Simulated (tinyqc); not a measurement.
Resonant-tunnelling diode, transfer matrices and Tsu-Esaki current: two steps of the calculation.

Emitter (band edge 0), barrier d1, well Lw, barrier d2, collector (edge -V). The bias drops linearly over these layers and none in the contacts; each layer is cut into ns equal slices, flat at the value of their centres. E is the energy of motion across the layers, C = hbar^2/(2 m0), psi and psi'/m are continuous. Transport is coherent, T(E) is taken as independent of the transverse momentum, and charge in the well is ignored.

Parameters, values chosen for the exercise; masses and offsets close to those of InGaAs wells and AlAs barriers: mass in the well, spacer and contacts mw = 0.04 m0; barrier height U1 = 1.2 eV; barrier mass m1 = 0.15 m0; emitter barrier d1 = 1.1 nm; well width Lw = 3.7 nm; collector barrier d2 = 1.3 nm; slices in each layer ns = 4; bias of the collector V = 0.14 V; trial energy E = 0.13291 eV.

Constants: q = 1.602176634e-19 C, hbar = 1.054571817e-34 J s, m0 = 9.1093837015e-31 kg, hbar^2/(2 m0) = 0.0380998212 eV nm^2. Results are converted to the units shown.

Task 1. Slices under bias. U = edge of the layer - V x/Lt at the centre x of each slice, Lt the summed thickness.

Find: U; m; width.

Result 1.

```
slice,U (eV),m (m0),width (nm)
0,1.197,0.15,0.2750
1,1.191,0.15,0.2750
2,1.184,0.15,0.2750
3,1.178,0.15,0.2750
4,-0.036,0.04,0.9250
5,-0.057,0.04,0.9250
6,-0.078,0.04,0.9250
7,-0.100,0.04,0.9250
8,1.086,0.15,0.3250
9,1.079,0.15,0.3250
10,1.071,0.15,0.3250
11,1.064,0.15,0.3250
```

Task 2. Running product of the slice matrices at the trial energy. For the pair (psi, psi'/m) a flat layer has M = [[cos kd, (m/k) sin kd], [-(k/m) sin kd, cos kd]] with k = sqrt(m (E - U)/C) above its edge U, and M = [[cosh Kd, (m/K) sinh Kd], [(K/m) sinh Kd, cosh Kd]] with K = sqrt(m (U - E)/C) below it. Later slices stand to the left. With M acting on (psi, psi'/m) and v = k/m in each lead, T(E) = 4 vL vR/[(vL vR M12 - M21)^2 + (vR M11 + vL M22)^2]. vL = sqrt(mw E/C)/mw, vR = sqrt(mw (E + V)/C)/mw.

```
slice,U (eV),m (m0),width (nm)
0,1.1968443,0.15,0.275
1,1.1905328,0.15,0.275
2,1.1842213,0.15,0.275
3,1.1779098,0.15,0.275
4,-0.0358607,0.04,0.925
5,-0.0570902,0.04,0.925
6,-0.0783197,0.04,0.925
7,-0.0995492,0.04,0.925
8,1.0861066,0.15,0.325
9,1.0786475,0.15,0.325
10,1.0711885,0.15,0.325
11,1.0637295,0.15,0.325
```

Find: Product after each layer; T(E).

Result 2.

Product after each layer:
```
,M11,M12 (nm),M21 (1/nm),M22
barrier d1,4.77,0.342,63.2,4.74
well,5.19,0.391,-67.2,-4.86
barrier d2,0.319,0.115,-6.84,0.666
```

T(E) = 0.892

Numbers from tinyqc (`OMP_NUM_THREADS=1 python tinyqc.py 2600110 2600111 out.jsonl`; about 0.3 s on one thread of a shared Intel Xeon 2.30GHz).
